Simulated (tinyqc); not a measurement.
Free and nearly free electrons in a metal: one step. Two plane waves near the face. Three cases, with inputs chosen for the exercise.

Problem. Build H for k along G, diagonalise, and give the weight of the first wave in the lower state and its velocity along G relative to a free electron, (w k + (1 - w)(k - G))/k.

Two plane waves k and k - G, G = (111) (2 pi/a): H = [[c k^2/m, V], [V, c (k - G)^2/m]] with c = hbar^2/2m0.
Constants: hbar^2/2m0 = 3.80998211 eV angstrom^2.

Give: H; levels; w; v/v_free.

Case 1.

Values chosen (near those of Cu, whose d bands this model ignores; the results hold for these values, not for the real material): a = 3.593 angstrom (fcc lattice constant); m = 1 m0 (mass); V = 0.37 eV (|V_G| for G = (111)); x = 0.73 (k along G as a share of |G|/2).

Solution.

H (eV):
```
,1,2
1,4.6567,0.3700
2,0.3700,14.0941
```

levels (eV): 4.6422  14.1086

w = 0.9985
v/v_free = 0.9958

The splitting is 9.466 eV here and 2V = 0.74 eV on the face, where the normal velocity vanishes. There the lower band lies at 8.368 eV, above the free EF of 7.118 eV, so the Fermi surface does not reach the face. The real noble metals have necks on these faces, through a gap of 4 to 5 eV at L and their d bands.

Case 2.

Values chosen (near those of Ca; the results hold for these values, not for the real material): a = 5.559 angstrom (fcc lattice constant); m = 1 m0 (mass); V = 0.49 eV (|V_G| for G = (111)); x = 0.95 (k along G as a share of |G|/2).

Solution.

H (eV):
```
,1,2
1,3.2946,0.4900
2,0.4900,4.0247
```

levels (eV): 3.0486  4.2706

w = 0.7987
v/v_free = 0.5762

The splitting is 1.222 eV here and 2V = 0.98 eV on the face, where the normal velocity vanishes. There the lower band lies at 3.160 eV and the upper at 4.140 eV, both below the free EF of 4.720 eV: the face centre is filled in both bands and band 2 holds electrons here, while band 1 may keep holes at the zone corners.

Case 3.

Values chosen (near those of Al; the results hold for these values, not for the real material): a = 4.013 angstrom (fcc lattice constant); m = 1.32 m0 (mass); V = 0.2 eV (|V_G| for G = (111)); x = 0.62 (k along G as a share of |G|/2).

Solution.

H (eV):
```
,1,2
1,2.0399,0.2000
2,0.2000,10.1062
```

levels (eV): 2.0350  10.1112

w = 0.9994
v/v_free = 0.9980

The splitting is 8.076 eV here and 2V = 0.4 eV on the face, where the normal velocity vanishes. There the lower band lies at 5.107 eV and the upper at 5.507 eV, both below the free EF of 8.991 eV: the face centre is filled in both bands and band 2 holds electrons here, while band 1 may keep holes at the zone corners.

Computed by tinyqc, one run a case: `OMP_NUM_THREADS=1 python tinyqc.py N N+1 out.jsonl` with N = 1651761, 1651830, 1651968; one thread of a shared Intel(R) Xeon(R) Processor @ 2.30GHz, about 0.01 s a run at most.
